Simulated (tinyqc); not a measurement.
Direct against trap-assisted paths: tunnelling through a thin dielectric with one trap, as a tight-binding chain.

Hopping -t everywhere, t = c/(m a^2), c = hbar^2/2m0; lead sites at 2t (band bottom 0), barrier sites 1 to N at 2t + phi, and site j has U besides. No voltage. Leads give S = -t exp(ika) on sites 1 and N, cos(ka) = 1 - E/(2t). T = (2 t sin(ka))^2 |G_1N|^2, G = (E - H - S)^-1. In the barrier cosh(q a) = 1 + (phi - E)/(2t).

Resonance: the lowest eigenvalue of H + S(E), iterated until its real part equals E (40 rounds from Eb = phi + 2t - sqrt(4t^2 + U^2), the level in an endless barrier). With v the normalised squared amplitudes of that state, Gamma_L = 2 t sin(ka) v_1, Gamma_R = 2 t sin(ka) v_N; Breit-Wigner T = Gamma_L Gamma_R/((E - Er)^2 + (Gamma_L + Gamma_R)^2/4).

Constants: hbar^2/2m0 = 3.80998211 eV angstrom^2.

Inputs chosen for the exercise (barrier and mass of the size used for Si3N4 on silicon; not measured data): a = 3 angstrom (site spacing); m = 0.44 m0 (mass, the same in leads and barrier); phi = 2.07 eV (conduction edge of the barrier above that of the leads); U = -2.11 eV (extra energy on the trap site).

N odd, the trap in the middle, j = (N + 1)/2. Direct T is that without trap at the energy Er; area = 2 pi Gamma_L Gamma_R/(Gamma_L + Gamma_R). The exponents are the slopes of the logarithms between the last two rows, per angstrom.

Against thickness:

| N | N a (angstrom) | Er (eV) | direct T | area (meV) |
|---|---|---|---|---|
| 5 | 15.0 | 1.1477 | 0.000274 | 83.2 |
| 7 | 21.0 | 1.1400 | 6.01e-06 | 12.1 |
| 9 | 27.0 | 1.1388 | 1.35e-07 | 1.80 |
| 11 | 33.0 | 1.1386 | 3.03e-09 | 0.270 |
| 13 | 39.0 | 1.1386 | 6.84e-11 | 0.0405 |
| 15 | 45.0 | 1.1386 | 1.54e-12 | 0.00608 |
| 17 | 51.0 | 1.1386 | 3.48e-14 | 0.000913 |

exponents (1/angstrom): direct 0.6320, through the trap 0.3160

The direct path falls as exp(-0.632 d) and the path through a central trap as exp(-0.316 d), 2.00 times more slowly, since each step crosses half the layer. From 5 to 17 sites the first loses 9.9 decades and the second 5.0: in thicker layers even few traps rule the leakage. Inelastic capture with phonons is left out.

(tinyqc, `OMP_NUM_THREADS=1 python tinyqc.py 1451599 1451600 out.jsonl`, Intel(R) Xeon(R) Processor @ 2.30GHz, 1 thread, shared host, about 0.04 s.)
